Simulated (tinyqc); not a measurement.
CIS on RHF in the 6-31g basis, for H2, spin multiplicity 1, step by step. One step of it, computed by the program tinyqc.

Task: CIS singlet states. Diagonalise A (1 hartree = 27.211386 eV); each vector has its largest component positive (the first on a tie). The transition dipole is mu = sqrt2 sum c_ia <i|r|a>.

CIS matrix A, singlet (hartree), lower triangle:
```
           1>2       1>3       1>4
1>2   0.450460
1>3   0.000000  1.130239
1>4  -0.025044  0.000000  1.301246
```

dipole integrals <i|r|a> (bohr):
```
            x         y          z
1>2  0.000000  0.000000  -1.266582
1>3  0.000000  0.000000   0.000000
1>4  0.000000  0.000000   0.051096
```

Give: singlet excitation energies; lowest vectors; oscillator strengths 2/3 w |mu|^2.

Result:

singlet excitation energies (eV): 12.2376  30.7554  35.4287

lowest vectors:
```
     state 1  state 2  state 3
1>2   0.9996   0.0000  -0.0294
1>3   0.0000   1.0000   0.0000
1>4   0.0294   0.0000   0.9996
```

oscillator strengths 2/3 w |mu|^2: 0.9588  0.0000  0.0135
